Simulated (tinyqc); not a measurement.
Inside a calculation. Model: p-type polysilicon, carrier trapping at grain boundaries.

Numbers from tinyqc (`OMP_NUM_THREADS=1 python tinyqc.py 2830124 2830125 out.jsonl`; about 0.01 s on one thread of a shared Intel Xeon 2.30GHz). Printed values are rounded.

One-dimensional grains of size Lg, uniform ionised doping N, monovalent traps Qt at each boundary at a depth Et below (for electrons) or above (for holes) the band edge there, abrupt depletion of width W on each side of a boundary, Boltzmann statistics. xi is the distance from the band edge at the grain centre to the Fermi level. Trapped charge Qt/(1 + exp((xi + VB - Et)/Vt)) = 2 N W, barrier VB = q N W^2/(2 eps0 eps_r).

Parameters, values chosen for the exercise; values of the order met in polycrystalline silicon: temperature T = 400 K; relative permittivity eps_r = 11.7; valence-band density of states at T NB = 4.08e19 cm^-3; grain size Lg = 100 nm; trap density of a grain boundary Qt = 1.5e12 cm^-2; depth of the trap level from the majority band edge at the boundary Et = 0.36 eV; mass for thermionic emission ms = 0.3 m0; correction factor of the emission rate fe = 1; mobility inside the grains mug = 250 cm^2/(V s); doping N = 3.6e17 cm^-3.

Constants: q = 1.602176634e-19 C, kB = 1.380649e-23 J/K, m0 = 9.1093837015e-31 kg, Vt = kB T/q, eps0 = 8.8541878128e-14 F/cm where lengths are in cm. Results are converted to the units shown.

## Starting value

W = 21 nm.

W at the start = 21 nm

## Iteration 1: new W

Partly depleted grain, xi = Vt ln(NB/N): f = 1/(1 + exp((xi + VB - Et)/Vt)), g = Qt f - 2 N W, g' = -2 Qt f (1 - f) VB/(W Vt) - 2 N, W(new) = W - g/g'.

VB = 0.122768 V
f = 0.895861
g = -1.68208e11 cm^-2
g' = -1.19469e11 cm^-2/nm
W after iteration 1 = 19.5920 nm

## Iteration 2: new W

As before.

VB = 0.106858 V
f = 0.931734
g = -1.30248e10 cm^-2
g' = -1.02193e11 cm^-2/nm
W after iteration 2 = 19.4646 nm

## Iteration 3: new W

As before.

VB = 0.105472 V
f = 0.934248
g = -7.84562e7 cm^-2
g' = -1.00970e11 cm^-2/nm
W after iteration 3 = 19.4638 nm

## Course of the iteration

Stop when the step is below 1e-10 nm, or after 40 iterations.

Course of the iteration:
```
iteration  W before the step (nm)  step (nm)
1                              21      -1.41
2                         19.5920     -0.127
3                         19.4646   -7.77e-4
4                         19.4638   -2.81e-8
5                         19.4638          0
```

Converged in 5 iterations.

## Depletion width, Fermi level and barrier

If the trap equation with xi = Vt ln(NB/N) has a root W < Lg/2, the grain is partly depleted; otherwise W = Lg/2 and the trap equation gives xi = Et - VB + Vt ln(Qt/(N Lg) - 1). N* = Qt/Lg.

N* = 1.5e17 cm^-3
W = 19.4638 nm
xi = 0.163051 V
VB = 0.105464 V
share of traps filled = 0.934263

N is 2.40 N*, and the grain is partly depleted; VB = 3.06 Vt.

## Resistivity and effective mobility

n0 = NB exp(-xi/Vt); mean density n0 (1 - 2 W/Lg) by charge balance in a partly depleted grain, and n0 (sqrt(pi)/2) erf(u)/u with u = sqrt(VB/Vt) in a fully depleted one; v = sqrt(kB T/(2 pi ms m0)); barrier resistivity Vt exp(VB/Vt)/(q fe n0 v Lg); grain resistivity (1 - 2 W/Lg)/(q n0 mug); effective mobility 1/(q mean density total resistivity).

n0 = 3.6e17 cm^-3
mean density = 2.19861e17 cm^-3
v = 5.67122e6 cm/s
barrier resistivity = 0.224662 ohm cm
grain resistivity = 0.0423538 ohm cm
resistivity = 0.267016 ohm cm
effective mobility = 106.318 cm^2/(V s)

The resistivity is 3.85 times that of a single crystal with the same N and mobility mug, and the mean density is 61.1 % of N.
